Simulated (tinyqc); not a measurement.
From results back to parameters: donor level screened by free carriers (Yukawa potential). Two cases, with inputs chosen for the exercise.

Problem. With Debye screening alone, ks^2 = 4 pi q n/(eps kB T), 1e18/cm^3 = 1e-6/angstrom^3. The converged binding was computed from a hidden density.

Potential -(q/(eps r)) exp(-ks r), q = e^2/(4 pi eps0). In units Ry* = Ry m/eps^2 and a* = a0 eps/m the problem is [-Laplacian - 2 exp(-x r)/r] psi = E psi with x = ks a*.

Converged values use 18 functions exp(-z r), z = 1.55^i, i = -11 to 6: S = 2/A^3, H = z_i z_j S - 2/(A + x)^2, A = z_i + z_j.

Constants: e^2/(4 pi eps0) = 14.39964547 eV angstrom; kB = 8.617333262e-05 eV/K.

Case 1.

Values chosen (out of a larger set: near those of a donor in Ge, with one mean mass; not measured data): eps = 15.8 (dielectric constant); T = 400 K (temperature).

Ry* = 8.884 meV
a* = 51.29 angstrom
binding = 3.7825 meV

Case 2.

Values chosen (out of a larger set: near those of a donor in GaN, with one mean mass; not measured data): eps = 9.3 (dielectric constant); T = 77 K (temperature).

Ry* = 30.990 meV
a* = 24.98 angstrom
binding = 4.3969 meV

Find: x; n.

Solution. The binding in Ry* falls steadily with x, so bisection gives x; then n = (x/a*)^2 eps kB T/(4 pi q).

Case 1.

x = 0.374
n = 0.16 x 1e18/cm^3

Case 2.

x = 0.703
n = 0.27 x 1e18/cm^3

Computed by tinyqc, one run a case: `OMP_NUM_THREADS=1 python tinyqc.py N N+1 out.jsonl` with N = 1281807, 1281808; one thread of a shared Intel(R) Xeon(R) Processor @ 2.30GHz, about 0.01 s a run at most.
